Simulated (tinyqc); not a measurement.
Worked calculation: ion-assisted plasma etching: sheath, surface coverage, synergy and aspect-ratio dependence. Computed by tinyqc, a small Python program that keeps every step. Command: `OMP_NUM_THREADS=1 python tinyqc.py 3019266 3019267 out.jsonl etch walk`. One thread of a shared host (Intel(R) Xeon(R) Processor @ 2.30GHz), about 0.06 s of CPU time with the checks. Intermediate numbers are printed to about 5 digits and carried at full precision; extremes and crossings named in words are read from the listed rows.

Radicals adsorb on bare sites; ions remove covered sites with a high yield and bare sites by sputtering; a slow spontaneous reaction acts everywhere, walls included.

Inputs (values chosen for the exercise, close to those used for silicon in a halogen plasma):
```
quantity,value,unit
plasma density n_e,3.3e+10,1/cm^3
electron temperature T_e,3.3,eV
ion mass M_i,80,u
sheath voltage V,44,V
radical density n,1.2e+14,1/cm^3
radical mass M_n,80,u
gas temperature T_g,400,K
sticking coefficient s,0.37,-
radicals per removed unit x,2,-
yield slope b,0.15,eV^(-1/2)
threshold E_th,9.7,eV
sputter slope b_p,0.012,eV^(-1/2)
sputter threshold E_p,37,eV
spontaneous reaction probability k_c,0.0019,-
solid density N,5e+22,1/cm^3
ion temperature T_i,0.7,eV
aspect ratio A,2.4,-
```

Feature: round hole.

Constants: e = 1.602176634e-19 C; u = 1.6605390666e-27 kg; k_B = 1.380649e-23 J/K; eps_0 = 8.8541878128e-12 F/m.

## Fluxes

Bohm speed u_B = sqrt(e T_e/M_i); ion flux G_i = 0.61 n_e u_B; radical flux G_n = n c/4 with c = sqrt(8 k_B T_g/(pi M_n)).

Bohm speed = 1.9950e+05 cm/s

ion flux G_i = 4.0159e+15 1/(cm^2 s)

radical speed c = 32537 cm/s

radical flux G_n = 9.7610e+17 1/(cm^2 s)

flux ratio G_n/G_i = 243.06

## Sheath and ion angles

Debye length lambda_D = sqrt(eps_0 T_e/(e n_s)) with n_s = 0.61 n_e, T_e in volts; Child-law sheath d = (sqrt2/3) lambda_D (2 V/T_e)^(3/4); ion energy E = V + T_e/2; angular spread = arctan(sqrt(T_i/E)).

Debye length = 95.182 um

sheath thickness = 526.53 um

ion energy E = 45.65 eV

angular spread = 7.0590 degrees

## Yields

Yields: Y = b (sqrt(E) - sqrt(E_th)) on covered sites, Y_p = b_p (sqrt(E) - sqrt(E_p)) on bare ones (zero below threshold).

yield Y = 0.54630

sputter yield Y_p = 0.0080846

## Open-field etch rate

Steady coverage: s G_n (1 - theta) = x Y G_i theta; removal flux = Y G_i theta + Y_p G_i (1 - theta) + k_c G_n; rate = flux/N, 1 cm/s = 6e8 nm/min. Lateral rate = k_c G_n/N; anisotropy = 1 - lateral/vertical; synergy = vertical/(ions alone + radicals alone), with ions alone Y_p G_i/N and radicals alone the lateral rate.

coverage theta = 0.98800

vertical rate = 48.271 nm/min

lateral rate = 22.255 nm/min

anisotropy = 0.53895

synergy = 2.1317

The surface is nearly saturated: ions limit the ion-assisted part.

## Rate at the floor of the feature

Transmission of a round hole: K = 1/(1 + 3A/4), walls that scatter diffusely without loss. With a loss probability S = s (1 - theta) at the floor, G_b/G_n = K/(K + S - K S); theta follows G_b, and the two are solved together. Ions are taken to reach the floor unshadowed; G_b replaces G_n in every term of the rate; A is depth over diameter.

transmission K = 0.35714

G_b/G_n = 0.99201

coverage at the floor = 0.98790

rate at the floor = 48.090 nm/min

floor rate over open-field rate = 0.99626

The lag is 0.37 %.

## Etch lag against aspect ratio

The formulas are those given above.

Floor of the feature:
```
A,K,G_b/G_n,theta,rate (nm/min),relative rate
0.5,0.72727,0.99833,0.98798,48.233,0.99922
1.0,0.57143,0.99667,0.98796,48.195,0.99844
2.0,0.40000,0.99334,0.98792,48.120,0.99689
5.0,0.21053,0.98335,0.98780,47.895,0.99221
10.0,0.11765,0.96670,0.98759,47.519,0.98443
20.0,0.06250,0.93344,0.98715,46.767,0.96886
50.0,0.02597,0.83385,0.98564,44.512,0.92213
100.0,0.01316,0.66887,0.98216,40.750,0.84420
```

K falls by a factor 55.3 over the rows and the rate by 1.18. Among these rows the rate stays within 10 % of the open-field value up to A = 50, as near saturation the coverage changes little when G_b falls. Caution: rows with A above about 1/(2 tan(ion spread)) or 1/sqrt(k_c), often 10 to 30, are formal: ion shadowing, radical loss on the walls, redeposition of sputtered material and, in fluorocarbon plasmas, polymer growth are left out and add to the lag.

## Yield per ion against the flux ratio

The ion flux is fixed and the radical flux set by the ratio; the removal per ion is the removal flux over G_i.

Open field:
```
G_n/G_i,theta,rate (nm/min),removal per ion
0.3,0.09222,2.81,0.0583
1,0.25297,7.04,0.1461
3,0.50395,13.74,0.2850
10,0.77202,21.33,0.4426
30,0.91039,26.75,0.5551
100,0.97132,34.74,0.7209
300,0.99025,53.54,1.1111
1000,0.99706,117.81,2.4447
3000,0.99902,300.99,6.2458
```

Coverage reaches one half at G_n/G_i = x Y/s = 2.95. Below that the ion-assisted part follows the radical flux, on top of the sputter floor Y_p = 0.00808; above it the ion-assisted part saturates at Y = 0.546 per ion, and the further rise to 6.25 comes from the spontaneous reaction, which costs anisotropy.

Checks made by the program: series form 1/R = 1/(Y G_i) + x/(s G_n) of the ion-assisted part (relative difference below 1e-10).
